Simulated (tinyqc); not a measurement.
Worked calculation: RHF in the sto-6g basis, for BeH2, spin multiplicity 1. One step of it, computed by the program tinyqc.

Task: Iteration 2: building the Fock matrix. J_ij = sum D_kl (ij|kl), K_ij = sum D_kl (ik|jl); F = H + J - 0.5 K; E = tr D H + tr D J / 2 - 0.25 tr D K + E_nn.

D after iteration 1:
```
            1Be 1s     1Be 2s   1Be 2px    1Be 2py   1Be 2pz      2H 1s      3H 1s
1Be 1s    2.074776  -0.279043  0.000000   0.000000  0.000000  -0.149492  -0.149492
1Be 2s   -0.279043   1.067081  0.000000   0.000000  0.000000   0.485814   0.485814
1Be 2px   0.000000   0.000000  0.000000   0.000000  0.000000   0.000000   0.000000
1Be 2py   0.000000   0.000000  0.000000   0.257512  0.000000   0.387728  -0.387728
1Be 2pz   0.000000   0.000000  0.000000   0.000000  0.000000   0.000000   0.000000
2H 1s    -0.149492   0.485814  0.000000   0.387728  0.000000   0.805219  -0.362358
3H 1s    -0.149492   0.485814  0.000000  -0.387728  0.000000  -0.362358   0.805219
```

core Hamiltonian H = T + V (hartree):
```
            1Be 1s     1Be 2s    1Be 2px    1Be 2py    1Be 2pz      2H 1s      3H 1s
1Be 1s   -8.534340  -2.007994   0.000000   0.000000   0.000000  -0.204753  -0.204753
1Be 2s   -2.007994  -2.658318   0.000000   0.000000   0.000000  -0.713986  -0.713986
1Be 2px   0.000000   0.000000  -2.170427   0.000000   0.000000   0.000000   0.000000
1Be 2py   0.000000   0.000000   0.000000  -2.310360   0.000000  -0.842310   0.842310
1Be 2pz   0.000000   0.000000   0.000000   0.000000  -2.170427   0.000000   0.000000
2H 1s    -0.204753  -0.713986   0.000000  -0.842310   0.000000  -1.793383  -0.022516
3H 1s    -0.204753  -0.713986   0.000000   0.842310   0.000000  -0.022516  -1.793383
```

Two-electron integrals (ij|kl) in chemists' order, unique and non-zero (hartree):
```
(11|11) 2.299996    (21|11) 0.361879    (21|21) 0.071926    (22|11) 0.570332
(22|21) 0.139654    (22|22) 0.417773    (31|31) 0.015252    (32|31) 0.022555
(32|32) 0.092340    (33|11) 0.570332    (33|21) 0.139654    (33|22) 0.417773
(33|33) 0.450117    (41|41) 0.015252    (42|41) 0.022555    (42|42) 0.092340
(43|43) 0.024258    (44|11) 0.570332    (44|21) 0.139654    (44|22) 0.417773
(44|33) 0.401601    (44|44) 0.450117    (51|51) 0.015252    (52|51) 0.022555
(52|52) 0.092340    (53|53) 0.024258    (54|54) 0.024258    (55|11) 0.570332
(55|21) 0.139654    (55|22) 0.417773    (55|33) 0.401601    (55|44) 0.401601
(55|55) 0.450117    (61|11) 0.037094    (61|21) 0.007185    (61|22) 0.013985
(61|33) 0.013869    (61|41) 0.000718    (61|42) 0.001421    (61|44) 0.014217
(61|55) 0.013869    (61|61) 0.000760    (62|11) 0.120278    (62|21) 0.030105
(62|22) 0.102074    (62|33) 0.097913    (62|41) 0.004088    (62|42) 0.026795
(62|44) 0.110394    (62|55) 0.097913    (62|61) 0.003363    (62|62) 0.042150
(63|31) 0.002456    (63|32) 0.012162    (63|43) 0.004266    (63|63) 0.003179
(64|11) 0.140639    (64|21) 0.035552    (64|22) 0.125351    (64|33) 0.118129
(64|41) 0.006500    (64|42) 0.041505    (64|44) 0.139797    (64|55) 0.118129
(64|61) 0.004118    (64|62) 0.058231    (64|64) 0.082044    (65|51) 0.002456
(65|52) 0.012162    (65|54) 0.004266    (65|65) 0.003179    (66|11) 0.293747
(66|21) 0.074761    (66|22) 0.283706    (66|33) 0.264873    (66|41) 0.010322
(66|42) 0.090863    (66|44) 0.321373    (66|55) 0.264873    (66|61) 0.008492
(66|62) 0.158429    (66|64) 0.230040    (66|66) 0.774999    (71|11) 0.037094
(71|21) 0.007185    (71|22) 0.013985    (71|33) 0.013869    (71|41) -0.000718
(71|42) -0.001421   (71|44) 0.014217    (71|55) 0.013869    (71|61) 0.000686
(71|62) 0.002772    (71|64) 0.003184    (71|66) 0.006883    (71|71) 0.000760
(72|11) 0.120278    (72|21) 0.030105    (72|22) 0.102074    (72|33) 0.097913
(72|41) -0.004088   (72|42) -0.026795   (72|44) 0.110394    (72|55) 0.097913
(72|61) 0.002772    (72|62) 0.019224    (72|64) 0.022168    (72|66) 0.052376
(72|71) 0.003363    (72|72) 0.042150    (73|31) 0.002456    (73|32) 0.012162
(73|43) -0.004266   (73|63) 0.001034    (73|73) 0.003179    (74|11) -0.140639
(74|21) -0.035552   (74|22) -0.125351   (74|33) -0.118129   (74|41) 0.006500
(74|42) 0.041505    (74|44) -0.139797   (74|55) -0.118129   (74|61) -0.003184
(74|62) -0.022168   (74|64) -0.025158   (74|66) -0.060622   (74|71) -0.004118
(74|72) -0.058231   (74|74) 0.082044    (75|51) 0.002456    (75|52) 0.012162
(75|54) -0.004266   (75|65) 0.001034    (75|75) 0.003179    (76|11) 0.003711
(76|21) 0.000907    (76|22) 0.002816    (76|33) 0.002758    (76|44) 0.002931
(76|55) 0.002758    (76|61) 0.000092    (76|62) 0.000753    (76|64) 0.000954
(76|66) 0.002297    (76|71) 0.000092    (76|72) 0.000753    (76|74) -0.000954
(76|76) 0.000020    (77|11) 0.293747    (77|21) 0.074761    (77|22) 0.283706
(77|33) 0.264873    (77|41) -0.010322   (77|42) -0.090863   (77|44) 0.321373
(77|55) 0.264873    (77|61) 0.006883    (77|62) 0.052376    (77|64) 0.060622
(77|66) 0.147074    (77|71) 0.008492    (77|72) 0.158429    (77|74) -0.230040
(77|76) 0.002297    (77|77) 0.774999
```

nuclear repulsion = 2.50028143 hartree

Give: Coulomb J; exchange K; Fock matrix F; total energy of this density.

Result:

Coulomb J (hartree):
```
         1Be 1s  1Be 2s  1Be 2px  1Be 2py  1Be 2pz   2H 1s    3H 1s
1Be 1s   6.2255  1.1247   0.0000   0.0000   0.0000  0.1150   0.1150
1Be 2s   1.1247  2.4980   0.0000   0.0000   0.0000  0.6594   0.6594
1Be 2px  0.0000  0.0000   2.4443   0.0000   0.0000  0.0000   0.0000
1Be 2py  0.0000  0.0000   0.0000   2.6053   0.0000  0.8341  -0.8341
1Be 2pz  0.0000  0.0000   0.0000   0.0000   2.4443  0.0000   0.0000
2H 1s    0.1150  0.6594   0.0000   0.8341   0.0000  2.1197   0.0175
3H 1s    0.1150  0.6594   0.0000  -0.8341   0.0000  0.0175   2.1197
```

exchange K (hartree):
```
         1Be 1s  1Be 2s  1Be 2px  1Be 2py  1Be 2pz    2H 1s    3H 1s
1Be 1s   4.6443  0.7388   0.0000   0.0000   0.0000   0.0790   0.0790
1Be 2s   0.7388  0.8167   0.0000   0.0000   0.0000   0.4371   0.4371
1Be 2px  0.0000  0.0000   0.1570   0.0000   0.0000   0.0000   0.0000
1Be 2py  0.0000  0.0000   0.0000   0.6774   0.0000   0.4956  -0.4956
1Be 2pz  0.0000  0.0000   0.0000   0.0000   0.1570   0.0000   0.0000
2H 1s    0.0790  0.4371   0.0000   0.4956   0.0000   1.0179  -0.0324
3H 1s    0.0790  0.4371   0.0000  -0.4956   0.0000  -0.0324   1.0179
```

Fock matrix F (hartree):
```
          1Be 1s   1Be 2s  1Be 2px  1Be 2py  1Be 2pz    2H 1s    3H 1s
1Be 1s   -4.6310  -1.2527   0.0000   0.0000   0.0000  -0.1292  -0.1292
1Be 2s   -1.2527  -0.5687   0.0000   0.0000   0.0000  -0.2731  -0.2731
1Be 2px   0.0000   0.0000   0.1954   0.0000   0.0000   0.0000   0.0000
1Be 2py   0.0000   0.0000   0.0000  -0.0437   0.0000  -0.2560   0.2560
1Be 2pz   0.0000   0.0000   0.0000   0.0000   0.1954   0.0000   0.0000
2H 1s    -0.1292  -0.2731   0.0000  -0.2560   0.0000  -0.1827   0.0112
3H 1s    -0.1292  -0.2731   0.0000   0.2560   0.0000   0.0112  -0.1827
```

total energy of this density = -15.570254 hartree
